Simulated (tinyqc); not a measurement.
Worked calculation: geometry optimisation on the RHF/sto-3g surface (energies and gradients from PySCF), for H4, spin multiplicity 1. Computed by tinyqc, a small Python program that keeps every step (integrals from PySCF). Settings: charge = 0, multiplicity = 1, basis = sto-3g, optimiser = bfgs, first Hessian = 0.15, largest step = 0.1, iteration cap = 30. Command: `OMP_NUM_THREADS=1 python tinyqc.py 30418 30419 out.jsonl` (the two numbers bound the seeds that draw the settings). One thread of a shared host (Intel(R) Xeon(R) Processor @ 2.60GHz), about 1 s of CPU time with the checks.

## Step 1: energy and gradient

positions at the start (bohr):
```
            x          y         z
1H  -0.028346   0.062361  0.001890
2H  -0.005669  -0.194642  1.645951
3H  -0.018897   1.855711  0.035905
4H   0.088817   1.910513  1.657290
```

Self-consistent energy and analytic gradient at these positions.

energy = -1.87613914 hartree

gradient (hartree/bohr):
```
              x            y            z
1H   0.00282096   0.27501863  -0.15001730
2H   0.00974510   0.22283780   0.15020953
3H  -0.01468259  -0.26322631  -0.14521814
4H   0.00211653  -0.23463012   0.14502591
```

## Step 1: move

Quasi-Newton step p = -H^(-1) g (first H = 0.15 times the unit matrix); steps longer than 0.1 bohr are cut back (factor 0.026 here).

positions after step 1 (bohr):
```
            x          y         z
1H  -0.028832   0.014996  0.027726
2H  -0.007348  -0.233020  1.620082
3H  -0.016369   1.901045  0.060915
4H   0.088453   1.950922  1.632313
```

## Step 2: energy and gradient

As before.

energy = -1.93071022 hartree

gradient (hartree/bohr):
```
              x            y            z
1H   0.00265344   0.24180921  -0.13647962
2H   0.00839691   0.19159189   0.13864770
3H  -0.01332563  -0.22804900  -0.13217785
4H   0.00227528  -0.20535210   0.13000977
```

## Step 2: move

inverse Hessian in use (bohr^2/hartree):
```
            1          2          3          4          5          6          7          8
1    6.666705  -0.004173   0.000129  -0.000228  -0.005416   0.000805   0.000028   0.005585
2   -0.004173   5.488116   0.433573  -0.049600  -1.153270  -0.342989   0.043898   1.283109
3    0.000129   0.433573   6.544332   0.019639   0.459496   0.072777  -0.012771  -0.499583
4   -0.000228  -0.049600   0.019639   6.664631  -0.047217  -0.016435   0.001974   0.052969
5   -0.005416  -1.153270   0.459496  -0.047217   5.571510  -0.386237   0.046157   1.229487
6    0.000805  -0.342989   0.072777  -0.016435  -0.386237   6.643575   0.007922   0.412991
7    0.000028   0.043898  -0.012771   0.001974   0.046157   0.007922   6.665339  -0.050296
8    0.005585   1.283109  -0.499583   0.052969   1.229487   0.412991  -0.050296   5.290132
9    0.000095   0.416762  -0.116817   0.018907   0.442413   0.068843  -0.012206  -0.480786
10   0.000162   0.009875  -0.006997   0.000290   0.006475   0.007708  -0.000674  -0.008258
11   0.004004   1.048711  -0.393486   0.043848   1.018940   0.316236  -0.039760  -1.136061
12  -0.001030  -0.507346   0.166375  -0.022111  -0.515672  -0.118528   0.017055   0.567377

            9         10         11         12
1    0.000095   0.000162   0.004004  -0.001030
2    0.416762   0.009875   1.048711  -0.507346
3   -0.116817  -0.006997  -0.393486   0.166375
4    0.018907   0.000290   0.043848  -0.022111
5    0.442413   0.006475   1.018940  -0.515672
6    0.068843   0.007708   0.316236  -0.118528
7   -0.012206  -0.000674  -0.039760   0.017055
8   -0.480786  -0.008258  -1.136061   0.567377
9    6.555139  -0.006796  -0.378390   0.159502
10  -0.006796   6.666888  -0.008092   0.006086
11  -0.378390  -0.008092   5.735076   0.455640
12   0.159502   0.006086   0.455640   6.459317
```

Quasi-Newton step p = -H^(-1) g (the inverse Hessian comes from BFGS updates; coordinates in the order x, y, z of each atom); steps longer than 0.1 bohr are cut back (factor 0.096 here).

positions after step 2 (bohr):
```
            x          y         z
1H  -0.030127  -0.020469  0.071707
2H  -0.007682  -0.238412  1.565317
3H  -0.012236   1.916735  0.103835
4H   0.085950   1.976090  1.600176
```

## Step 3: energy and gradient

As before.

energy = -1.96979565 hartree

gradient (hartree/bohr):
```
              x            y            z
1H   0.00286600   0.22196987  -0.10752789
2H   0.00758910   0.17980372   0.11305887
3H  -0.01163788  -0.21147024  -0.11074326
4H   0.00118278  -0.19030336   0.10521227
```

## Step 3: move

inverse Hessian in use (bohr^2/hartree):
```
            1          2          3          4          5          6          7          8
1    6.668393   0.028088  -0.010035   0.000028   0.008593   0.024544  -0.002535  -0.014405
2    0.028088   5.989152   0.629182  -0.046196  -0.827868  -0.283194   0.018273   0.904930
3   -0.010035   0.629182   5.288670   0.023114   0.180183   1.260108  -0.076182  -0.392028
4    0.000028  -0.046196   0.023114   6.664651  -0.044352  -0.017904   0.001886   0.049988
5    0.008593  -0.827868   0.180183  -0.044352   5.658883   0.007686   0.013223   1.061726
6    0.024544  -0.283194   1.260108  -0.017904   0.007686   5.633568   0.051533   0.144853
7   -0.002535   0.018273  -0.076182   0.001886   0.013223   0.051533   6.664508  -0.020722
8   -0.014405   0.904930  -0.392028   0.049988   1.061726   0.144853  -0.020722   5.526687
9   -0.019821   0.333988  -1.002821   0.019720   0.128227   0.804955  -0.042200  -0.254753
10   0.000781  -0.000165   0.063103   0.000102   0.022535  -0.058173   0.002808  -0.014861
11  -0.022276   0.600452  -0.417337   0.040559   0.773925   0.130654  -0.010774  -0.826676
12   0.005313  -0.679976   1.120710  -0.024930  -0.316096  -1.031965   0.066849   0.501928

            9         10         11         12
1   -0.019821   0.000781  -0.022276   0.005313
2    0.333988  -0.000165   0.600452  -0.679976
3   -1.002821   0.063103  -0.417337   1.120710
4    0.019720   0.000102   0.040559  -0.024930
5    0.128227   0.022535   0.773925  -0.316096
6    0.804955  -0.058173   0.130654  -1.031965
7   -0.042200   0.002808  -0.010774   0.066849
8   -0.254753  -0.014861  -0.826676   0.501928
9    6.021691   0.042302  -0.207462   0.842842
10   0.042302   6.662976  -0.007509  -0.047232
11  -0.207462  -0.007509   6.118966   0.494145
12   0.842842  -0.047232   0.494145   5.735079
```

Quasi-Newton step p = -H^(-1) g (the inverse Hessian comes from BFGS updates; coordinates in the order x, y, z of each atom); steps longer than 0.1 bohr are cut back (factor 0.088 here).

positions after step 3 (bohr):
```
            x          y         z
1H  -0.033735  -0.079354  0.059489
2H  -0.008099  -0.273370  1.548878
3H  -0.008793   1.959118  0.120466
4H   0.086531   2.027550  1.612203
```

## Convergence

Stop when the largest gradient component is below 3e-5 hartree/bohr. The inverse Hessian follows the BFGS update with s = step, y = change of gradient.

Course of the optimisation:
```
step  E (hartree)  largest gradient (hartree/bohr)
1     -1.87613914                         2.75e-01
2     -1.93071022                         2.42e-01
3     -1.96979565                         2.22e-01
4     -2.00643324                         1.91e-01
5     -2.03716941                         1.71e-01
6     -2.05849266                         1.52e-01
7     -2.07546543                         1.38e-01
8     -2.08930645                         1.26e-01
9     -2.10105995                         1.15e-01
10    -2.11162825                         1.06e-01
11    -2.12140671                         9.66e-02
12    -2.13056809                         8.87e-02
13    -2.13919702                         8.13e-02
14    -2.14733344                         7.43e-02
15    -2.15499948                         6.76e-02
16    -2.16220596                         6.14e-02
17    -2.16896098                         5.55e-02
18    -2.17527062                         5.00e-02
19    -2.18114253                         4.49e-02
20    -2.18658540                         4.02e-02
21    -2.19161062                         3.58e-02
22    -2.19623129                         3.19e-02
23    -2.20046314                         2.82e-02
24    -2.20432328                         2.50e-02
25    -2.20783083                         2.23e-02
26    -2.21100562                         1.99e-02
27    -2.21386869                         1.77e-02
28    -2.21644109                         1.57e-02
29    -2.21874434                         1.39e-02
30    -2.22079932                         1.23e-02
```

Distances after the last move, whose energy is not in the table (angstrom):
```
pair   distance
2H-1H  0.711033
3H-1H  1.983722
3H-2H  1.787143
4H-1H  2.473302
4H-2H  2.093816
4H-3H  0.709244
```

Not converged within 30 steps: the energy falls at every step, but slowly. Reruns: method bfgs, first Hessian 0.6, largest step 0.3: not converged.
